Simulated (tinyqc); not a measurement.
Landau levels of massless Dirac electrons: one step. Where EF lies. Three cases, with inputs chosen for the exercise.

Task: Fill the listed levels in order up to nu; give the partly filled level, its energy and its filled share.

Level 0 takes 2 n_B electrons and each higher level 4 n_B. At zero temperature and without broadening EF sits in the partly filled level.

Case 1.

Levels:
```
label    E (meV)  gap above (meV)
0        0.00000         91.45424
1       91.45424         37.88159
2      129.33583         29.06756
3      158.40339         24.50509
4      182.90848         21.58942
5      204.49790         19.51833
6      224.01622         17.94895
7      241.96518         16.70648
```

nu = 1.57549

Case 2.

Levels:
```
label    E (meV)  gap above (meV)
0        0.00000         63.04102
1       63.04102         26.11245
2       89.15347         20.03678
3      109.19025         16.89179
4      126.08204         14.88197
5      140.96401         13.45433
6      154.41833         12.37253
7      166.79086         11.51607
```

nu = 14.09190

Case 3.

Levels:
```
label    E (meV)  gap above (meV)
0        0.00000         62.92733
1       62.92733         26.06535
2       88.99269         20.00065
3      108.99334         16.86133
4      125.85466         14.85513
5      140.70979         13.43006
6      154.13985         12.35022
7      166.49007         11.49530
```

nu = 21.50547

Give: level; EF; filled share.

Result:

Case 1.

level: 0

EF = 0.000 meV
filled share = 0.788

Case 2.

level: 4

EF = 126.082 meV
filled share = 0.023

Case 3.

level: 5

EF = 140.710 meV
filled share = 0.876

Computed by tinyqc, one run a case: `OMP_NUM_THREADS=1 python tinyqc.py N N+1 out.jsonl` with N = 1281531, 1281656, 1281891; one thread of a shared Intel(R) Xeon(R) Processor @ 2.30GHz, about 0.01 s a run at most.
